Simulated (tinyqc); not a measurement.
# Inputs raised by 10 %, one at a time

Model: a particle near a wafer in liquid: double-layer and van der Waals forces (DLVO), deposition barrier and removal. Computed by tinyqc, a small Python program. Command: `OMP_NUM_THREADS=1 python tinyqc.py 3112707 3112708 out.jsonl dlvo sens`. One thread of a shared host (Intel(R) Xeon(R) Processor @ 2.30GHz), about 0.01 s of CPU time with the checks.

Sphere and flat wall, Derjaguin approximation, constant potentials in the linear-superposition form, no retardation and no hydration force.

Inputs (values chosen for the exercise, of the order of those for silicon nitride on silicon in water):
```
quantity                            value   unit
particle radius R                     120     nm
Hamaker constant A                  3e-20      J
potential of the particle psi_1       -21     mV
potential of the wafer psi_2          -29     mV
salt concentration c               0.0011  mol/L
valence z of the symmetric salt         2      -
temperature T                         298      K
dielectric constant of the liquid    78.4      -
contact distance h0                   0.4     nm
contact radius over R                0.18      -
viscosity                             0.8  mPa s
```

Constants: e = 1.602176634e-19 C; N_A = 6.02214076e+23 1/mol; eps_0 = 8.8541878128e-12 F/m; k_B = 1.380649e-23 J/K; k_B = 8.617333262e-05 eV/K.

Method:
- kappa^2 = 2 z^2 e^2 N_A (1000 c)/(eps eps_0 k_B T); gamma_i = tanh(z e psi_i/(4 k_B T)); Z = 64 pi eps eps_0 (k_B T/(z e))^2 gamma_1 gamma_2.
- U(h) = Z R exp(-kappa h) - A R/(6 h); F(h) = -dU/dh = kappa Z R exp(-kappa h) - A R/(6 h^2), positive for repulsion.
- F = 0 reads x^2 exp(-x) = y with x = kappa h and y = A kappa/(6 Z); the left side peaks at x = 2 with 4/e^2 = 0.5413, so roots exist for smaller y: x < 2 is the barrier, x > 2 the secondary minimum.
- Adhesion F_a = A R/(6 h0^2) [1 + a^2/(R h0)] - kappa Z R exp(-kappa h0), a the contact radius. Drag in a shear flow F_d = 1.7 x 6 pi mu R^2 G, acting at 1.4 R; rolling starts when 1.4 R F_d = a F_a. Wall shear stress = mu G.

Runs; columns: (1) input moved; (2) from; (3) to; (4) barrier height (k_B T); (5) net adhesion F_a (pN); (6) wall shear stress for rolling (Pa); (7) energy at the secondary minimum (k_B T):
```
(1)                                      (2)      (3)    (4)    (5)    (6)     (7)
base run                                   -        -  20.59  40091  11171  -5.601
particle radius R (nm)                   120      132  22.65  48109  11078  -6.161
Hamaker constant A (J)                 3e-20  3.3e-20  16.15  44111  12291  -6.341
potential of the particle psi_1 (mV)     -21    -23.1  26.60  40081  11168  -5.466
potential of the wafer psi_2 (mV)        -29    -31.9  25.97  40082  11168  -5.478
salt concentration c (mol/L)          0.0011  0.00121  18.38  40086  11169  -5.958
contact distance h0 (nm)                 0.4     0.44  20.59  30376   8464  -5.601
contact radius over R                   0.18    0.198  20.59  47745  14634  -5.601
```

Exponents ln(y'/y) / ln(x'/x):
```
input                            barrier height  net adhesion F_a  wall shear stress for rolling  energy at the secondary minimum
particle radius R                         1.000             1.913                         -0.087                            1.000
Hamaker constant A                       -2.547             1.003                          1.003                            1.303
potential of the particle psi_1           2.687            -0.003                         -0.003                           -0.256
potential of the wafer psi_2              2.436            -0.002                         -0.002                           -0.231
salt concentration c                     -1.190            -0.001                         -0.001                            0.650
contact distance h0                       0.000            -2.911                         -2.911                            0.000
contact radius over R                     0.000             1.833                          2.833                            0.000
```

Which inputs matter most for each result?

Among the inputs moved here: barrier height answers most in size to potential of the particle psi_1 (exponent +2.687), next to Hamaker constant A (-2.547); its exponent is below 0.0005 for contact distance h0, contact radius over R. Its exponent +1.000 in particle radius R: Derjaguin energies scale with R. net adhesion F_a answers most in size to contact distance h0 (exponent -2.911), next to particle radius R (+1.913). Wall shear stress for rolling answers most in size to contact distance h0 (exponent -2.911), next to contact radius over R (+2.833). Energy at the secondary minimum answers most in size to Hamaker constant A (exponent +1.303), next to particle radius R (+1.000); its exponent is below 0.0005 for contact distance h0, contact radius over R.

Extremes, crossings and ranges named in words are read from the listed rows.
